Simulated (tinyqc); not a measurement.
Worked calculation: plane-wave Kohn-Sham cycle with exchange-only LDA in a layered model solid. One step of it, computed by the program tinyqc.

Task: Iteration 2: Hamiltonian at one k. H(m,m') = (k + G_m)^2/2 delta + V(G_m - G_m'), with V(-G) = V(G).

A solid whose potential varies along x alone (atomic units):
```
parameter,value
period a,11.700000
cross-section of the cell,23.000000
electrons per cell,4
grid points,16
"plane waves -n..n, n",2
k points,3
V1 in V1 cos(2 pi x/a),-0.720000
V2 in V2 cos(4 pi x/a),0.060000
```

V(G_m), m = 0, 1, 2, ... (hartree): -0.224480  -0.089223  0.036417  0.000774  -0.001608

k = 0.000000 2 pi / a

Give: H.

Result:

H (hartree), lower triangle:
```
,-2,-1,+0,+1,+2
-2,0.352
-1,-0.089,-0.080
+0,0.036,-0.089,-0.224
+1,0.001,0.036,-0.089,-0.080
+2,-0.002,0.001,0.036,-0.089,0.352
```
